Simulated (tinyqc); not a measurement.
Changing the frequency f: longitudinal sound in a periodic multilayer: transfer matrices, stop bands and folded phonons. Computed by tinyqc, a small Python program. Command: `OMP_NUM_THREADS=1 python tinyqc.py 3007630 3007631 out.jsonl multilayer sweep`. One thread of a shared host (Intel(R) Xeon(R) Processor @ 2.30GHz), about 0.02 s of CPU time with the checks.

Layers 1 and 2 repeat with period d = d_1 + d_2; waves travel normal to the layers, without loss. State vector (u, s): displacement u and stress divided by omega. Impedances Z = rho v are in 1e6 kg/(m^2 s).

Inputs (values chosen for the exercise, modelled on silica (layer 1), titanium nitride (layer 2) and silica (substrate)): density rho_1 = 2.16 g/cm^3; velocity v_1 = 5880 m/s; thickness d_1 = 4.64 nm; density rho_2 = 5.4 g/cm^3; velocity v_2 = 10300 m/s; thickness d_2 = 8.01 nm; substrate density = 2.21 g/cm^3; substrate velocity = 5950 m/s; periods N = 8.

Method:
- Z = rho v; interface reflection r = (Z_2 - Z_1)/(Z_2 + Z_1) (stress amplitude, from 1 into 2); Bragg frequency f_B = 1/[2 (d_1/v_1 + d_2/v_2)]; long-wave velocity v_eff = d/sqrt[(d_1/v_1)^2 + (d_2/v_2)^2 + (Z_1/Z_2 + Z_2/Z_1)(d_1/v_1)(d_2/v_2)].
- A layer maps (u, s) by [[cos p, sin p/Z], [-Z sin p, cos p]], p = 2 pi f d_i/v_i; one period is M = M_2 M_1, and cos(q d) = trace(M)/2.
- For N periods A = M^N. A wave comes from a thick layer of material 1 and leaves into the substrate (Z_s): transmitted power T = 4 Z_1 Z_s/|Z_1 A_22 + Z_s A_11 - i (Z_1 Z_s A_12 - A_21)|^2, reflected power R = 1 - T.

One run for each value:
```
frequency f (GHz)   trace(M)/2  transmitted power T  T in decibel (dB)
63.8                6.8476e-01           9.5548e-01        -1.9777e-01
118.0               5.3082e-03           9.9840e-01        -6.9455e-03
172.0              -8.5361e-01           1.1520e-01        -9.3855e+00
226.0              -1.6568e+00           5.4909e-08        -7.2604e+01
280.0              -2.1826e+00           5.4129e-10        -9.2666e+01
334.0              -2.2859e+00           2.5593e-10        -9.5919e+01
388.0              -1.9382e+00           3.7313e-09        -8.4281e+01
442.0              -1.2353e+00           1.5282e-05        -4.8158e+01
496.0              -3.7130e-01           9.8298e-01        -7.4546e-02
550.0               4.1536e-01           9.3260e-01        -3.0303e-01
604.0               9.0761e-01           9.2067e-01        -3.5894e-01
658.0               9.6960e-01           7.6572e-01        -1.1593e+00
712.0               5.8427e-01           6.1240e-01        -2.1297e+00
766.0              -1.4200e-01           4.6946e-01        -3.2840e+00
```

What does the table show, and why?

Over the rows, trace(M)/2 lies between -2.29 and 0.970 without a single trend. Rows with |trace/2| > 1 lie in stop bands: 5 of 14; the smallest T, 2.6e-10, falls at 334 GHz.

Caution (all rows): at these frequencies damping, strong in glasses, and rough interfaces, both left out here, can weaken the stop bands; layers only a few atoms thick are also beyond continuum acoustics.

Extremes, crossings and ranges named in words are read from the listed rows.
